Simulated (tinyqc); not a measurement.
Displacements against temperature: thermal displacements in the Debye model: Debye-Waller factors, bond-length spread and the Lindemann rule. Computed by tinyqc, a small Python program. Command: `OMP_NUM_THREADS=1 python tinyqc.py 3011791 3011792 out.jsonl debyewaller walk`. One thread of a shared host (Intel(R) Xeon(R) Processor @ 2.30GHz), about 0.01 s of CPU time with the checks.

A Debye spectrum with three branches of one velocity, cut at k_B Theta; 8 atoms per cube, nearest neighbours at d = 0.433013 a.

Inputs (values chosen for the exercise, modelled on silicon):
```
quantity,value,unit
atomic mass M,28.09,u
Debye temperature Theta,521,K
lattice constant a,5.431,angstrom
temperature T,77,K
```

Structure: diamond.

reflection (h k l): [4, 4, 4]

Constants: hbar^2/u = 4.18015928e-03 eV angstrom^2; k_B = 8.617333262e-05 eV/K.

Method:
- <u_x^2> = (3 hbar^2/(2 M k_B Theta)) int_0^1 s coth(s Theta/(2T)) ds (64 Gauss-Legendre points); it tends to 3 hbar^2/(4 M k_B Theta) at T = 0 and to 3 hbar^2 T/(M k_B Theta^2) at high T.
- B = 8 pi^2 <u_x^2>.
- G = 2 pi sqrt(h^2 + k^2 + l^2)/a; the intensity is multiplied by exp(-2W), 2W = G^2 <u_x^2>; the loss goes into thermal diffuse scattering.
- Correlated Debye model: sigma^2 = (3 hbar^2/(M k_B Theta)) int_0^1 s coth(s Theta/(2T)) [1 - sin(s q_D R)/(s q_D R)] ds for two atoms at distance R, q_D = (6 pi^2 n)^(1/3), n atoms per volume; uncorrelated motion would give 2 <u_x^2>.
- The correlation is 1 - sigma^2/(2 <u_x^2>); exp(-2W) uses 2W = G^2 <u_x^2>.

|G| = 8.01532 1/angstrom

Displacements (angstrom^2):
```
T (K),<u_x^2>,classical,sigma^2 at d,sigma^2 at 2d,exp(-2W)
16,0.0025014,3.0538e-04,0.0032505,0.0049493,0.85155
52,0.0026488,9.9247e-04,0.0032722,0.0050170,0.84352
100,0.0030761,0.0019086,0.0034615,0.0054601,0.82068
180,0.0041762,0.0034355,0.0042348,0.0069716,0.76468
290,0.0060160,0.0055349,0.0057535,0.0097318,0.67943
420,0.0083536,0.0080161,0.0077889,0.013337,0.58469
630,0.012251,0.012024,0.011259,0.019417,0.45518
940,0.018093,0.017941,0.016516,0.028579,0.31273
1100,0.021125,0.020995,0.019254,0.033343,0.25738
```

The classical line is within 5 % from T = 420 K (T/Theta = 0.81) on. The correlation of nearest neighbours grows from 0.35 to 0.54, since thermal motion weights long waves, which move neighbours together, more than zero-point motion does; at 2d it ends at 0.21. The reflection keeps 85 % of its intensity at the lowest T and 26 % at the highest.

Extremes, crossings and ranges named in words are read from the listed rows.
